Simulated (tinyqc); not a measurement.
Strain as a design knob: strained quantum well: band edges, subbands and transparency.

Growth on (001), barriers unstrained: tr(e) = e (2 - nu2), Z = b e (1 + nu2); Ec = Ev + Eg + ac tr(e), E_HH = Ev + av tr(e) + Z, E_LH = Ev + av tr(e) - Z (coupling to the split-off band left out).

Masses along z: me, 1/(g1 - 2 g2) for HH, 1/(g1 + 2 g2) for LH, likewise in the barrier; in the plane me, 1/(g1 + g2) for HH and 1/(g1 - g2) for LH (no mixing, which understates the hole masses away from k = 0). Level n solves k L + 2 atan[(k/m)/(kappa/mb)] = n pi, k = sqrt(m E/c), kappa = sqrt(mb (V - E)/c), c = hbar^2/2m0.

Transparency (Bernard-Duraffourg): Fc - Fv equals the lowest transition energy with n = p, n = sum m/(2 pi c) kB T ln(1 + exp((Fc - E)/kB T)) and p likewise over the listed subbands; c = hbar^2/2m0, 1/angstrom^2 = 1e16/cm^2.

Constants: hbar^2/2m0 = 3.80998211 eV angstrom^2; kB = 8.617333262e-05 eV/K; hc = 1239.841984 eV nm.

Inputs chosen for the exercise (near those of an InGaAs/AlGaAs well; the results hold for these values, not for the real material): nu2 = 0.95 (2 C12/C11); Eg = 1.13 eV (unstrained gap of the well); Ev = -0.758 eV (its valence edge); ac = -6.75 eV; av = 1.13 eV (Ev moves by av tr(e)); b = -1.96 eV (shear potential); Egb = 1.672 eV (gap of the barrier); Evb = -0.905 eV (its valence edge); L = 88 angstrom (well width); me = 0.0574 m0 (electron mass); g1 = 9.58 (gamma1); g2 = 3.35 (gamma2); meb = 0.084 m0; g1b = 6.3; g2b = 1.8; T = 350 K (temperature); es = (-0.02, -0.014, -0.008, -0.003, 0, 0.003, 0.007, 0.012) (strains).

Only the strain is changed; the unstrained gap and the masses are kept.

Results:

| e (%) | wavelength (nm) | top hole | hh1 - lh1 (meV) | n_tr (1e12/cm^2) | share in top |
|---|---|---|---|---|---|
| -2.0 | 977 | hh1 | 161 | 0.721 | 0.65 |
| -1.4 | 996 | hh1 | 121 | 0.728 | 0.63 |
| -0.8 | 1017 | hh1 | 79 | 0.759 | 0.57 |
| -0.3 | 1035 | hh1 | 43 | 0.830 | 0.46 |
| 0.0 | 1046 | hh1 | 21 | 0.912 | 0.37 |
| 0.3 | 1057 | lh1 | 0 | 1.032 | 0.56 |
| 0.7 | 1101 | lh1 | -29 | 0.923 | 0.74 |
| 1.2 | 1161 | lh1 | -66 | 0.858 | 0.88 |

n_tr is largest at e = +0.3 % (1.03), where hh1 - lh1 = 0 meV and the top subband holds 56 % of the holes, and smallest, 0.72, at -2.0 %. The top hole level turns from hh to lh, and the light from TE to TM, between 0.0 and +0.3 %. The wavelength runs from 977 to 1161 nm.

Run: tinyqc, `OMP_NUM_THREADS=1 python tinyqc.py 1250418 1250419 out.jsonl`; Intel(R) Xeon(R) Processor @ 2.30GHz, one thread, shared host; about 0.01 s of CPU time with all checks.
